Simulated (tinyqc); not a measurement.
# The temperature window

Model: atomic layer deposition: Langmuir saturation, growth per cycle and coating of deep features. Computed by tinyqc, a small Python program. Command: `OMP_NUM_THREADS=1 python tinyqc.py 3005028 3005029 out.jsonl ald sweep`. One thread of a shared host (Intel(R) Xeon(R) Processor @ 2.30GHz), about 0.03 s of CPU time with the checks.

Precursor A sticks only on free sites, so a long enough pulse saturates; co-reactant B then frees the sites again.

Inputs (values chosen for the exercise, modelled on hafnium oxide from an amide and water):
```
quantity                                  value      unit
precursor mass M                            411         u
site density q                              2.9    1/nm^2
growth per cycle at saturation G              1  angstrom
sticking probability beta on free sites  0.0021         -
precursor pressure p                       0.35        Pa
pulse time t                                5.4         s
co-reactant completion per pulse c_B        0.9         -
desorption energy E_d                      1.67        eV
purge time t_p                              9.5         s
```

Constants: u = 1.6605390666e-27 kg; k_B = 1.380649e-23 J/K; k_B = 8.617333262e-05 eV/K.

Method:
- Wall flux F = p/sqrt(2 pi M k_B T); rate of filling k_a = beta F/q; desorption k_d = 1e13 exp(-E_d/(k_B T)) per second. 1/m^2 = 1e-18/nm^2.
- Temperatures in kelvin are T(C) + 273.15.
- One cycle from coverage th0: pulse A gives th1 = th_s + (th0 - th_s) exp(-(k_a + k_d) t), th_s = k_a/(k_a + k_d); the purge leaves th2 = th1 exp(-k_d t_p); pulse B converts c_B th2 into film and leaves th3 = (1 - c_B) th2. Growth = G c_B th2.
- The periodic state has th0 = th3: th0 = (1 - c_B) e_p th_s (1 - e_a)/(1 - (1 - c_B) e_p e_a), with e_a = exp(-(k_a + k_d) t), e_p = exp(-k_d t_p).
- Share of impinging molecules used = q (th1 - th0)/(F t).

One run for each value:
```
temperature T (C)  growth per cycle (angstrom)   k_d (1/s)  k_a (1/s)
150                                    0.89986  1.2884e-07     1.6013
200                                    0.89962  1.6290e-05     1.5143
250                                    0.89220  8.1661e-04     1.4401
300                                    0.72819  2.0677e-02     1.3759
350                                    0.03768  3.1170e-01     1.3195
```

Describe and explain the trends.

Over the rows, growth per cycle (angstrom) falls from 0.900 to 0.0377; k_d (1/s) rises from 1.29e-7 to 0.312. Among these rows desorption in the purge stays under 5 % up to 250 C and then closes the window from above. The sticking probability is held fixed here; a real one drops at low T, which closes the window from below. Left out: 400, 450, 500, 550 (far above the temperature window).

Caution (rows 350): many metal-organic precursors decompose at such temperatures, which adds growth left out here.
